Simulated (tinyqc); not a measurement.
Band bending at a free surface with one surface level, surface photovoltage and Kelvin probe: one step of the calculation.

n-type bulk, xi = Ec - EF = Vt ln(Nc/Nd), p0 = ni^2/Nd, ni = sqrt(Nc Nv) exp(-Eg/(2 Vt)), Eg in volts. b is the upward band bending, u = b/Vt. Space charge per area, in units of q: Qc = sign(b) sqrt((2 eps0 eps_r Vt/q) [(Nd + dn)(exp(-u) - 1) + Nd u + (p0 + dn)(exp(u) - 1)]), with dn the excess density under light (flat quasi-Fermi levels; 0 in the dark). The level holds -Ns f, f = 1/(1 + exp((xi + b - Es)/Vt)). Neutrality: Qc + Qf + (charge of the states) = 0.

Problem. Work function and Kelvin-probe reading. Work function chi + xi + b; contact potential difference CPD = (work function of the sample) - pt. Depth of EF below Ec at the surface: xi + b. Depletion width Qc/Nd.

Parameters, values chosen for the exercise; band and dielectric values close to those of silicon: temperature T = 300 K; band gap Eg = 1.1 eV; relative permittivity eps_r = 11.7; conduction-band density of states at T Nc = 2.79e19 cm^-3; valence-band density of states at T Nv = 2.66e19 cm^-3; electron affinity chi = 4.08 eV; donor density Nd = 8.9e17 cm^-3; fixed positive charge at the surface Qf = 0 cm^-2; work function of the probe tip pt = 4.85 eV; density of an acceptor-like surface level Ns = 2.3e13 cm^-2; its depth below the conduction edge Es = 0.54 eV.

Constants: q = 1.602176634e-19 C, kB = 1.380649e-23 J/K, Vt = kB T/q, eps0 = 8.8541878128e-14 F/cm where lengths are in cm. Results are converted to the units shown.

converged b = 0.50707817 V

Give: xi + b; Qc; Qc/Nd; work function; CPD.

Solution.

xi + b = 0.59614 eV
Qc = 2.3534e12 cm^-2
Qc/Nd = 26.443 nm
work function = 4.6761 eV
CPD = -173.86 mV

The level is 10.2 % filled: the Fermi level is pinned at it.

tinyqc, about 0.01 s, one thread, Intel Xeon 2.30GHz (shared host): `OMP_NUM_THREADS=1 python tinyqc.py 2430007 2430008 out.jsonl`
